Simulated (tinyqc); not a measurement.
Trap density from the leakage.

Inverse problem. Trap-assisted leakage is J = q Nt times the integral over x of the rate through one trap. Find Nt, the areal density Nt t and the mean in-plane spacing (Nt t)^(-1/2).

Values chosen for this exercise:
- t = 6.7 nm (thickness)

Constants: q = 1.602176634e-19 C. Results are converted to the units shown.

J = 3.8490533e-11 A/cm^2
integral of the rate over x = 0.0018479924 nm/s

Answer. J is proportional to Nt.

Nt = 1.300e18 cm^-3
Nt t = 8.710e11 cm^-2
in-plane spacing = 10.71 nm

tinyqc, about 0.04 s, one thread, Intel Xeon 2.30GHz (shared host): `OMP_NUM_THREADS=1 python tinyqc.py 2370057 2370058 out.jsonl`
